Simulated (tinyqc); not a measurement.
Floating body of a partially depleted SOI transistor: body voltage and kink: two steps of the calculation.

Source at 0 V. Channel current Ic = 2 nf K Vt^2 [F(0) - F(Vd)](1 + la Vd), F(V) = ln^2(1 + exp((Vg - VT - nf V)/(2 nf Vt))), VT = VT0 - gb Vb. Saturation voltage Vs = 2 Vt sqrt(F(0)) + 3 Vt, excess Ve = (Vd - Vs + sqrt((Vd - Vs)^2 + 0.0004 V^2))/2, multiplication M1 = Ai Ve exp(-Bl/Ve). Each junction passes D(v) = J1 (exp(v/Vt) - 1) + J2 (exp(v/(2 Vt)) - 1). Bipolar current Ib = bb J1 (exp(Vb/Vt) - 1). The body settles where M1 (Ic + Ib) = D(Vb) + D(Vb - Vd) + Vb/Rb; drain current Id = (1 + M1)(Ic + Ib) - D(Vb - Vd).

Inputs (values chosen for the exercise); values of the order met in partially depleted silicon-on-insulator transistors: temperature T = 300 K; threshold at zero body voltage VT0 = 0.53 V; fall of the threshold per volt of body voltage gb = 0.11; slope factor nf = 1.18; gain factor per width K = 410 uA/(V^2 um); channel-length modulation factor la = 0.09 1/V; impact-ionisation prefactor Ai = 2.65 1/V; impact-ionisation voltage Bl = 8.1 V; diffusion saturation current of each junction J1 = 5.2e-13 uA/um; recombination saturation current of each junction J2 = 3.2e-8 uA/um; gain of the lateral bipolar transistor on the diffusion current bb = 0.5; resistance of a weak body tie to the source (1e9 stands for no tie, and the term is then dropped) Rb = 1e9 kohm um; gate voltage Vg = 0.99 V; drain voltage Vd = 1 V.

Constants: q = 1.602176634e-19 C, kB = 1.380649e-23 J/K, Vt = kB T/q. Results are converted to the units shown.

Question 1. New Vb. Current into the body I_in = M1 (Ic + Ib) - D(Vb - Vd), current out I_out = D(Vb) + Vb/Rb; f = ln(I_in/I_out), s = df/dVb by central differences over 1e-5 V, Vb(new) = Vb - f/s.

Vb at the start = 0.38 V

Wanted: Ic; Ve; M1; I_in; I_out; f; s; Vb after iteration 1.

Answer 1.

Ic = 47.69 uA/um
Ve = 0.4974 V
M1 = 1.115e-7
I_in = 5.349e-6 uA/um
I_out = 5.100e-5 uA/um
f = -2.255
s = -22.61 1/V
Vb after iteration 1 = 0.2803 V

Question 2. Drain current with floating and with grounded body. Id and VT at the converged Vb, Id at Vb = 0, their ratio, and the bipolar share Ib/(Ic + Ib).

converged Vb = 0.27893723 V

Wanted: VT; Id, floating; Id, grounded; ratio; bipolar share.

Answer 2.

VT = 0.4993 V
Id, floating = 45.60 uA/um
Id, grounded = 40.08 uA/um
ratio = 1.138
bipolar share = 2.767e-8 %

The body rises to 0.279 V and lowers the threshold by 30.7 mV.

Range of the model: The multiplication law is an empirical form chosen for the exercise; self-heating and capacitive coupling to the body are left out, and the linear laws are rough once Vb passes about 0.7 V or M1 about 0.1.

Program tinyqc, `OMP_NUM_THREADS=1 python tinyqc.py 2182024 2182025 out.jsonl`; Intel Xeon 2.30GHz, shared host, one thread, about 0.2 s.
